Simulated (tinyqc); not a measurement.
Inside a calculation. Method: UKS/B3LYP (VWN-RPA form) in the sto-6g basis, for H3, spin multiplicity 2. Computed by tinyqc, a small Python program that keeps every step (integrals from PySCF). Settings: charge = 0, multiplicity = 2, basis = sto-6g, energy threshold = 1e-08, iteration cap = 50, orthogonalisation = symmetric, start = highest core orbitals, DIIS depth = 0, method = UKS, functional = b3lyp, grid = [10, 86]. Command: `OMP_NUM_THREADS=1 python tinyqc.py 31118 31119 out.jsonl` (the two numbers bound the seeds that draw the settings). One thread of a shared host (Intel(R) Xeon(R) Processor @ 2.60GHz), about 1 s of CPU time with the checks. Later iterations appear only in the table of the cycle.

## One-electron integrals

Geometry (angstrom):
```
atom       x       y        z
H     0.0000  0.0000   0.0000
H     0.0000  0.0000   0.8730
H     0.0000  0.3420  -0.8160
```

Basis sto-6g: exponents (1/bohr^2) and contraction coefficients of normalised primitives:
```
element  l (shell)  exponent  coefficient
H            s (1)   35.5232       0.0092
H            s (1)    6.5131       0.0494
H            s (1)    1.8221       0.1685
H            s (1)    0.6260       0.3706
H            s (1)    0.2431       0.4165
H            s (1)    0.1001       0.1303
```

Overlap, kinetic and nuclear-attraction integrals over the contracted functions; the nuclear repulsion is the sum of Za Zb / Rab.

nuclear repulsion = 1.511331 hartree

overlap S, lower triangle:
```
        1H 1s   2H 1s   3H 1s
1H 1s  1.0000
2H 1s  0.5741  1.0000
3H 1s  0.5668  0.1847  1.0000
```

kinetic energy T (hartree), lower triangle:
```
        1H 1s    2H 1s   3H 1s
1H 1s  0.7685
2H 1s  0.1641   0.7685
3H 1s  0.1587  -0.0053  0.7685
```

nuclear attraction V (hartree), lower triangle:
```
         1H 1s    2H 1s    3H 1s
1H 1s  -2.3839
2H 1s  -1.2117  -2.1215
3H 1s  -1.1919  -0.3585  -2.1152
```

core Hamiltonian H = T + V (hartree), lower triangle:
```
         1H 1s    2H 1s    3H 1s
1H 1s  -1.6154
2H 1s  -1.0476  -1.3529
3H 1s  -1.0332  -0.3638  -1.3467
```

## Two-electron integrals

Functions are numbered as in S; the eight-fold symmetry (ij|kl) = (ji|kl) = (kl|ij) leaves the list below.

Two-electron integrals (ij|kl) in chemists' order, unique and non-zero (hartree):
```
(11|11) 0.7750   (21|11) 0.3718   (21|21) 0.2178   (22|11) 0.5213
(22|21) 0.3718   (22|22) 0.7750   (31|11) 0.3657   (31|21) 0.1650
(31|22) 0.2238   (31|31) 0.2116   (32|11) 0.1122   (32|21) 0.0591
(32|22) 0.0927   (32|31) 0.0584   (32|32) 0.0184   (33|11) 0.5171
(33|21) 0.2258   (33|22) 0.3042   (33|31) 0.3657   (33|32) 0.0927
(33|33) 0.7750
```

## Orthogonalisation

S = U s U^T; symmetric (Loewdin) form X = U s^(-1/2) U^T, so that X^T S X = 1.

eigenvalues of S: 0.2803  0.8154  1.9043

X, lower triangle:
```
         1H 1s   2H 1s   3H 1s
1H 1s   1.3729
2H 1s  -0.4125  1.1769
3H 1s  -0.4053  0.0665  1.1711
```

## Starting guess

The start is the highest orbitals of the core Hamiltonian (a deliberately bad start); D(s) = C_occ C_occ^T for each spin.

D(alpha) at the start, lower triangle:
```
         1H 1s   2H 1s   3H 1s
1H 1s   1.7174
2H 1s  -1.2446  1.5048
3H 1s  -1.2191  0.2703  1.4890
```

D(beta) at the start, lower triangle:
```
         1H 1s   2H 1s   3H 1s
1H 1s   1.7174
2H 1s  -1.2415  0.8975
3H 1s  -1.2222  0.8835  0.8697
```

## Iteration 1: exchange-correlation on the grid

Becke grid with 10 radial and 86 angular points per atom, points of zero weight dropped. rho = sum D_ij phi_i phi_j; V_xc,ij = sum w v_xc phi_i phi_j plus the gradient terms; v_xc is d(rho eps)/d rho(s) for spin s at fixed gradient. Exact exchange is left to K.

The 12 grid points with the largest w rho, of 2566 (bohr, atomic units):
```
x              y        z       w  rho(alpha)  rho(beta)   eps_xc  v_xc(alpha)
0.0000    1.0424  -2.5235  0.0946      0.0534     0.0271  -0.3287      -0.3878
0.0000    0.3961   2.6312  0.0946      0.0529     0.0273  -0.3282      -0.3869
0.3961    0.0000   2.6312  0.0946      0.0528     0.0272  -0.3282      -0.3867
-0.3961   0.0000   2.6312  0.0946      0.0528     0.0272  -0.3282      -0.3867
0.0000   -0.3961   2.6312  0.0946      0.0528     0.0271  -0.3281      -0.3866
-0.2001   1.3812  -2.2769  0.0952      0.0526     0.0265  -0.3274      -0.3856
0.2001    1.3812  -2.2769  0.0952      0.0526     0.0265  -0.3274      -0.3856
0.0000    0.0000   2.7081  0.0925      0.0535     0.0278  -0.3293      -0.3886
-0.3961   0.6463  -2.5235  0.0946      0.0521     0.0258  -0.3263      -0.3839
0.3961    0.6463  -2.5235  0.0946      0.0521     0.0258  -0.3263      -0.3839
0.0000    0.6463  -2.6004  0.0925      0.0527     0.0264  -0.3274      -0.3858
-0.6111   1.2574  -2.1531  0.0957      0.0510     0.0250  -0.3247      -0.3812
```

electrons on the grid, sum of w rho = 3.0016

E_xc = sum of w rho eps_xc = -1.071633 hartree

V_xc(alpha) (hartree), lower triangle:
```
         1H 1s    2H 1s    3H 1s
1H 1s  -0.3770
2H 1s  -0.2002  -0.4085
3H 1s  -0.1975  -0.0575  -0.4094
```

V_xc(beta) (hartree), lower triangle:
```
         1H 1s    2H 1s    3H 1s
1H 1s  -0.4080
2H 1s  -0.2113  -0.3747
3H 1s  -0.2026  -0.0607  -0.3664
```

## Iteration 1: building the Kohn-Sham matrix

J_ij = sum D_kl (ij|kl) with D = D(alpha) + D(beta), K_ij = sum D_kl (ik|jl) for each spin; F = H + J - 0.2 K(s) + V_xc; E = tr D H + tr D J / 2 - 0.1 sum_s tr D(s) K(s) + E_xc + E_nn.

Coulomb J (hartree), lower triangle:
```
        1H 1s   2H 1s   3H 1s
1H 1s  1.7590
2H 1s  0.9505  1.6427
3H 1s  0.9373  0.2906  1.6407
```

exchange K(alpha) (hartree), lower triangle:
```
        1H 1s    2H 1s   3H 1s
1H 1s  0.2461
2H 1s  0.1034   0.5483
3H 1s  0.1049  -0.0504  0.5583
```

exchange K(beta) (hartree), lower triangle:
```
        1H 1s   2H 1s   3H 1s
1H 1s  0.1851
2H 1s  0.0164  0.1819
3H 1s  0.0154  0.0337  0.1790
```

F(alpha) (hartree), lower triangle:
```
         1H 1s    2H 1s    3H 1s
1H 1s  -0.2825
2H 1s  -0.3180  -0.2284
3H 1s  -0.3144  -0.1207  -0.2269
```

F(beta) (hartree), lower triangle:
```
         1H 1s    2H 1s    3H 1s
1H 1s  -0.3014
2H 1s  -0.3117  -0.1213
3H 1s  -0.3016  -0.1407  -0.1081
```

total energy of this density = 0.276406 hartree

## Iteration 1: diagonalisation and new density

Diagonalise F' = X^T F X, C = X C', fill 2 alpha and 1 beta electrons from the bottom; D(s) = C_occ C_occ^T. Each column has its largest component positive (the first on a tie).

F' = X^T F X (alpha) (hartree), lower triangle:
```
         1        2        3
1   0.0611
2  -0.3114  -0.0583
3  -0.3067   0.0711  -0.0618
```

orbital energies (alpha) (hartree): MO1 -0.4016, MO2 -0.1312, MO3 0.4738

coefficients C (alpha):
```
          MO1      MO2      MO3
1H 1s  0.5222  -0.0014   1.3952
2H 1s  0.3589  -0.7784  -0.9082
3H 1s  0.3551   0.7877  -0.8909
```

F' = X^T F X (beta) (hartree), lower triangle:
```
         1       2       3
1   0.0352
2  -0.3313  0.0774
3  -0.3210  0.0483  0.0829
```

orbital energies (beta) (hartree): MO1 -0.3818, MO2 0.0320, MO3 0.5454

coefficients C (beta):
```
          MO1      MO2      MO3
1H 1s  0.6305   0.0086   1.3497
2H 1s  0.2973  -0.7749  -0.9332
3H 1s  0.2724   0.7911  -0.9167
```

D(alpha) after iteration 1, lower triangle:
```
        1H 1s    2H 1s   3H 1s
1H 1s  0.2727
2H 1s  0.1885   0.7347
3H 1s  0.1843  -0.4857  0.7466
```

D(beta) after iteration 1, lower triangle:
```
        1H 1s   2H 1s   3H 1s
1H 1s  0.3976
2H 1s  0.1874  0.0884
3H 1s  0.1718  0.0810  0.0742
```

## Iteration 2: exchange-correlation on the grid

As before.

The 12 grid points with the largest w rho, of 2566 (bohr, atomic units):
```
x              y        z       w  rho(alpha)  rho(beta)   eps_xc  v_xc(alpha)
0.0000    0.9815   0.3961  0.0890      0.0307     0.0335  -0.2969      -0.3443
-0.3961   0.9815   0.0000  0.0899      0.0300     0.0327  -0.2953      -0.3417
0.3961    0.9815   0.0000  0.0899      0.0300     0.0327  -0.2953      -0.3417
0.6111    0.6111   0.6111  0.0762      0.0378     0.0357  -0.3065      -0.3639
-0.6111   0.6111   0.6111  0.0762      0.0378     0.0357  -0.3065      -0.3639
-0.7349   0.7349  -0.2001  0.0867      0.0315     0.0326  -0.2968      -0.3457
0.7349    0.7349  -0.2001  0.0867      0.0315     0.0326  -0.2968      -0.3457
0.0000    1.0584   0.0000  0.0870      0.0307     0.0331  -0.2963      -0.3439
0.7349    0.7349   0.2001  0.0932      0.0278     0.0317  -0.2921      -0.3350
-0.7349   0.7349   0.2001  0.0932      0.0278     0.0317  -0.2921      -0.3350
-0.6111  -0.6111   0.6111  0.0750      0.0378     0.0340  -0.3052      -0.3628
0.6111   -0.6111   0.6111  0.0750      0.0378     0.0340  -0.3052      -0.3628
```

electrons on the grid, sum of w rho = 3.0022

E_xc = sum of w rho eps_xc = -0.910623 hartree

V_xc(alpha) (hartree), lower triangle:
```
         1H 1s    2H 1s    3H 1s
1H 1s  -0.3941
2H 1s  -0.2156  -0.4032
3H 1s  -0.2120  -0.0634  -0.4026
```

V_xc(beta) (hartree), lower triangle:
```
         1H 1s    2H 1s    3H 1s
1H 1s  -0.3960
2H 1s  -0.1983  -0.3247
3H 1s  -0.1937  -0.0581  -0.3188
```

## Iteration 2: building the Kohn-Sham matrix

As before.

Coulomb J (hartree), lower triangle:
```
        1H 1s   2H 1s   3H 1s
1H 1s  1.8220
2H 1s  0.9739  1.6008
3H 1s  0.9569  0.2988  1.5883
```

exchange K(alpha) (hartree), lower triangle:
```
        1H 1s   2H 1s   3H 1s
1H 1s  0.6440
2H 1s  0.4711  0.7144
3H 1s  0.4647  0.1313  0.7166
```

exchange K(beta) (hartree), lower triangle:
```
        1H 1s   2H 1s   3H 1s
1H 1s  0.6348
2H 1s  0.3940  0.3311
3H 1s  0.3779  0.2086  0.3058
```

F(alpha) (hartree), lower triangle:
```
         1H 1s    2H 1s    3H 1s
1H 1s  -0.3162
2H 1s  -0.3835  -0.2982
3H 1s  -0.3813  -0.1548  -0.3043
```

F(beta) (hartree), lower triangle:
```
         1H 1s    2H 1s    3H 1s
1H 1s  -0.3163
2H 1s  -0.3508  -0.1431
3H 1s  -0.3456  -0.1650  -0.1382
```

total energy of this density = -1.629925 hartree

## Iteration 2: diagonalisation and new density

As before.

F' = X^T F X (alpha) (hartree), lower triangle:
```
         1        2        3
1   0.1101
2  -0.3733  -0.0992
3  -0.3672   0.0740  -0.1121
```

orbital energies (alpha) (hartree): MO1 -0.4892, MO2 -0.1797, MO3 0.5677

coefficients C (alpha):
```
          MO1      MO2      MO3
1H 1s  0.4678  -0.0121   1.4143
2H 1s  0.3855  -0.7788  -0.8969
3H 1s  0.3975   0.7872  -0.8732
```

F' = X^T F X (beta) (hartree), lower triangle:
```
         1       2       3
1   0.0836
2  -0.3804  0.0812
3  -0.3734  0.0503  0.0791
```

orbital energies (beta) (hartree): MO1 -0.4265, MO2 0.0298, MO3 0.6406

coefficients C (beta):
```
          MO1      MO2      MO3
1H 1s  0.5920  -0.0005   1.3671
2H 1s  0.3148  -0.7769  -0.9257
3H 1s  0.3074   0.7892  -0.9072
```

D(alpha) after iteration 2, lower triangle:
```
        1H 1s    2H 1s   3H 1s
1H 1s  0.2190
2H 1s  0.1898   0.7552
3H 1s  0.1764  -0.4598  0.7777
```

D(beta) after iteration 2, lower triangle:
```
        1H 1s   2H 1s   3H 1s
1H 1s  0.3505
2H 1s  0.1863  0.0991
3H 1s  0.1820  0.0968  0.0945
```

## Iteration 8 (converged): orbitals

converged F(alpha) (hartree), lower triangle:
```
         1H 1s    2H 1s    3H 1s
1H 1s  -0.3250
2H 1s  -0.3884  -0.3046
3H 1s  -0.3838  -0.1565  -0.3035
```

converged F(beta) (hartree), lower triangle:
```
         1H 1s    2H 1s    3H 1s
1H 1s  -0.3300
2H 1s  -0.3560  -0.1473
3H 1s  -0.3507  -0.1669  -0.1408
```

As before.

F' = X^T F X (alpha) (hartree), lower triangle:
```
         1        2        3
1   0.1004
2  -0.3738  -0.1049
3  -0.3674   0.0734  -0.1102
```

orbital energies (alpha) (hartree): MO1 -0.4952, MO2 -0.1810, MO3 0.5615

coefficients C (alpha):
```
          MO1      MO2      MO3
1H 1s  0.4728  -0.0032   1.4127
2H 1s  0.3901  -0.7777  -0.8959
3H 1s  0.3868   0.7884  -0.8770
```

F' = X^T F X (beta) (hartree), lower triangle:
```
         1       2       3
1   0.0675
2  -0.3800  0.0779
3  -0.3739  0.0500  0.0782
```

orbital energies (beta) (hartree): MO1 -0.4362, MO2 0.0280, MO3 0.6318

coefficients C (beta):
```
          MO1      MO2      MO3
1H 1s  0.6008   0.0028   1.3632
2H 1s  0.3094  -0.7786  -0.9261
3H 1s  0.3009   0.7875  -0.9108
```

D(alpha) after iteration 8, lower triangle:
```
        1H 1s    2H 1s   3H 1s
1H 1s  0.2235
2H 1s  0.1869   0.7570
3H 1s  0.1803  -0.4623  0.7712
```

D(beta) after iteration 8, lower triangle:
```
        1H 1s   2H 1s   3H 1s
1H 1s  0.3609
2H 1s  0.1859  0.0957
3H 1s  0.1808  0.0931  0.0906
```

## Convergence

Stop when the energy changes by less than 1e-08 hartree and every element of the error matrix X^T (F D S - S D F) X (for each spin) is below 3e-05.

Course of the cycle:
```
iteration  E (hartree)     change  largest element of the error matrix
1             0.276406          -                             8.42e-02
2            -1.629925  -1.91e+00                             3.03e-02
3            -1.632011  -2.09e-03                             5.61e-03
4            -1.632080  -6.89e-05                             1.30e-03
5            -1.632083  -3.11e-06                             3.07e-04
6            -1.632084  -2.79e-07                             1.10e-04
7            -1.632084  -4.20e-08                             5.00e-05
8            -1.632084  -7.51e-09                             1.82e-05
```

PySCF UKS in the same basis, fine grid, after a stability check = -1.631337 hartree

Converged in 8 iterations. The coarse grid moves the energy by -7.47e-04 hartree.

## Populations, bond orders and dipole

Mulliken: Z minus the diagonal of D S on the atom; Loewdin: the same with S^(1/2) D S^(1/2); Mayer order: 2 sum_s sum (D(s) S)_ij (D(s) S)_ji over the two atoms.

Charges (e):
```
atom  Mulliken  Loewdin  Mulliken spin
1H     -0.0032   0.0352        -0.1371
2H      0.0014  -0.0178         0.5593
3H      0.0018  -0.0174         0.5778
```

Mayer bond orders:
```
pair   order
2-1   0.5011
3-1   0.4801
3-2   0.1861
```

dipole moment about the origin, x y z (debye): 0.0000  0.0029  -0.0012

<S^2> of the determinant (pure state: 0.75) = 0.7585
